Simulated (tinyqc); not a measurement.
Core-shell quantum dot (spherical envelope functions): sweeps and comparisons. A value that a table varies takes the place of the one given here.

Parabolic bands; strain and other valleys are left out. s states, u = r psi, hard wall at R + H, c = hbar^2/2m0, energies from the band edges of the core. Core: u = sin(k1 r)/k1, k1 = sqrt(m1 E/c). At R, psi and psi'/m are continuous, so u is continuous and its slope in the shell is s = u/R + (m2/m1)(u' - u/R). Shell: u(R + x) = u(R) cos(k2 x) + s sin(k2 x)/k2, k2 = sqrt(m2 (E - V)/c); for negative arguments the functions turn into sinh and cosh. A level has u(R + H) = 0.

Overlap = (integral of u_e u_h)^2 with normalised u. Coulomb integrals J_ab = (q/eps) double integral of u_a(r)^2 u_b(s)^2/max(r, s), q = e^2/(4 pi eps0), one eps everywhere. Exciton E = Eg + E_e + E_h - J_eh; first-order biexciton shift J_ee + J_hh - 2 J_eh (positive: repulsive).

Constants: hbar^2/2m0 = 3.80998211 eV angstrom^2; e^2/(4 pi eps0) = 14.39964547 eV angstrom; hc = 1239.841984 eV nm.

Values chosen for the exercise (near those of a GaAs/AlGaAs core-shell dot; not measured data): R = 34 angstrom (core radius); Vc = 0.248 eV (conduction edge of the shell above that of the core); Vv = 0.133 eV (hole barrier of the shell); me1 = 0.067 m0 (electron, core); me2 = 0.093 m0 (electron, shell); mh1 = 0.39 m0 (hole, core); mh2 = 0.469 m0 (hole, shell); Eg = 1.406 eV (gap of the core); eps = 12.2 (dielectric constant); Hs = (2, 6, 11, 22, 29, 40, 64) angstrom (shell thicknesses); H = 39 angstrom (shell thickness).

## Growing the shell

All quantities anew for each H.

Results:
```
H (angstrom)  E_e (eV)  E_h (eV)  electron in core  overlap  J_eh (meV)  E (eV)  biexciton shift (meV)
2               0.4144    0.0729             0.998    1.000        57.6   1.836                    0.0
6               0.3179    0.0596             0.969    0.997        51.5   1.732                    0.1
11              0.2546    0.0528             0.906    0.988        47.4   1.666                    0.2
22              0.2038    0.0496             0.788    0.954        43.3   1.616                    0.9
29              0.1930    0.0493             0.740    0.930        42.0   1.606                    1.3
40              0.1860    0.0492             0.694    0.898        40.8   1.600                    1.8
64              0.1823    0.0492             0.656    0.863        39.6   1.598                    2.3
```

What can be read from the table?

The line moves by -238 meV: the electron gives -232, the hole -24 and the weaker attraction +18 meV. Over the last step E_e moves by -3.6 meV and E_h by 0.0 meV; the electron level lies just below the shell edge Vc, so it is weakly bound and still feels the outer wall. The overlap goes from 1.000 to 0.863, which scales the radiative lifetime by 1.2 if the rate is proportional to it. Up to H = 11 angstrom E_e exceeds 0.15 Eg, where a parabolic band overstates it.

## What each parameter does

All quantities anew. Each row changes one parameter from the base and keeps the others.

Results:
```
case             E (eV)  overlap  electron in core  biexciton shift (meV)
base              1.601    0.901             0.697                    1.7
R = 31 angstrom   1.625    0.888             0.643                    2.2
H = 44 angstrom   1.599    0.889             0.684                    1.9
Vc = 0.148 eV     1.568    0.815             0.595                    3.4
Vv = 0.1 eV       1.598    0.941             0.697                    1.1
me2 = 0.116 m0    1.586    0.904             0.705                    1.8
mh1 = 0.312 m0    1.607    0.930             0.697                    1.0
eps = 14          1.606    0.901             0.697                    1.5
```

What does this show?

The largest shifts from the base row, up to three for each result and ties (the steps differ in size, so this ranks the rows, not the parameters). E (eV): Vc -0.033, R +0.025, me2 -0.015. overlap: Vc -0.085, Vv +0.040, mh1 +0.030; unchanged at the printed digits by eps. electron in core: Vc -0.103, R -0.054, H -0.014; unchanged at the printed digits by Vv, mh1 and eps. biexciton shift (meV): Vc +1.6, mh1 -0.7, Vv -0.7.

Program tinyqc; command `OMP_NUM_THREADS=1 python tinyqc.py 1252018 1252019 out.jsonl`; about 0.05 s on one thread of a shared Intel(R) Xeon(R) Processor @ 2.30GHz.
